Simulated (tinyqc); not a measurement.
# Lossy on-chip transmission line with skin effect, step by step

tinyqc, about 0.01 s, one thread, Intel Xeon 2.30GHz (shared host): `OMP_NUM_THREADS=1 python tinyqc.py 2810199 2810200 out.jsonl` Printed values are rounded.

A uniform line in a homogeneous dielectric: c = sqrt(er)/(c0 Z0), l = Z0 sqrt(er)/c0 (c0 = 299792458 m/s), g = w c td, w = 2 pi f. The resistance joins its limits as r = sqrt(r_dc^2 + r_hf^2), with r_dc = rho/(wd th), r_hf = kr rho/(2 delta (wd + th)), delta = sqrt(rho/(pi f mu0)), mu0 = 4 pi 1e-7 H/m; this is an interpolation, and internal inductance, up to 0.05 nH/mm at low frequency, is neglected.

Inputs (values chosen for the exercise): width of the strip wd = 1.2 um; thickness of the strip th = 1.2 um; resistivity rho = 2.2 uohm cm; relative permittivity er = 4.2; loss tangent td = 0.02; lossless impedance sqrt(l/c) Z0 = 35 ohm; factor for crowding and the return path kr = 1.2; length len = 0.72 mm; source resistance Rg = 25 ohm; load resistance RL = 1000 ohm; load capacitance CL = 20 fF; frequency f = 0.64 GHz.

## Line constants

delta, r_dc, r_hf, r, l, c and g as defined.

delta = 2.950812 um
r_dc = 15.27778 ohm/mm
r_hf = 1.863894 ohm/mm
r = 15.39106 ohm/mm
l = 0.2392610 nH/mm
c = 195.3151 pF/m
g = 0.01570818 S/m

r is 1.01 times r_dc; the skin depth is 2.46 of the thickness.

## Propagation constant and impedance

gamma = sqrt((r + i w l)(g + i w c)) = alpha + i beta, Zc = sqrt((r + i w l)/(g + i w c)), roots with positive real part; loss 8.685889638 alpha in dB; phase velocity w/beta.

gamma len = 0.05483449+0.05721211i
Zc = 103.0700-94.9060i ohm
loss = 0.6615088 dB/mm
phase velocity over c0 = 0.1688044
r/(w l) = 15.99693

r exceeds w l, so the line behaves mainly as an RC line at this frequency.

## Reflection, input impedance and transfer

ZL = 1/(1/RL + i w CL); reflection (ZL - Zc)/(ZL + Zc); Zin = Zc (ZL + Zc tanh(gamma len))/(Zc + ZL tanh(gamma len)); H = V_load/V_source = [Zin/(Zin + Rg)]/[cosh(gamma len) + (Zc/ZL) sinh(gamma len)].

ZL = 993.5734-79.9079i ohm
reflection at the load = 0.7897773+0.1395733i
Zin = 710.3995-451.6732i ohm
H = 0.9647192-0.0195135i
|H| = -0.3102051 dB
